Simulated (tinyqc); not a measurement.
Epitaxial growth on a vicinal surface: Burton-Cabrera-Frank step flow, step-edge barrier and island nucleation: one step, computed by the program tinyqc. Command: `OMP_NUM_THREADS=1 python tinyqc.py 3008093 3008094 out.jsonl stepflow walk`. One thread of a shared host (Intel(R) Xeon(R) Processor @ 2.30GHz), about 0.04 s of CPU time with the checks.

Adatoms land at rate F, hop on a square grid (a simplification for hexagonal faces), desorb, or join steps. Lengths are in units of a and n is the adatom coverage. Steps ascend at x = 0 and descend at x = l.

Problem. Step flow or islands. Island density on a flat surface without desorption: N = 0.25 (F/D)^(i/(i+2)) exp(E_i/((i+2) k_B T)) per site, with E_i = 0 for i = 1; spacing l_n = N^(-1/2). Step flow needs an effective width l_eff = 2 x(peak) below l_n. Temperatures in kelvin are T(C) + 273.15.

Inputs (values chosen for the exercise, close to those used for GaN(0001)): deposition rate F = 1.4 layers/s; temperature T = 870 C; critical nucleus size i = 1.

D = 4120945 a^2/s

position of the peak = 11.62506 a

Constants: k_B = 8.617333262e-05 eV/K.

Give: island density N on a flat surface; island spacing l_n; ratio l_eff/l_n.

Solution.

island density N on a flat surface = 0.0017444 per site

island spacing l_n = 23.943 a

ratio l_eff/l_n = 0.97107

The growth lies near the transition between step flow and nucleation. Caution: the prefactor 0.25 and the criterion are estimates, good to a factor of about two in length.
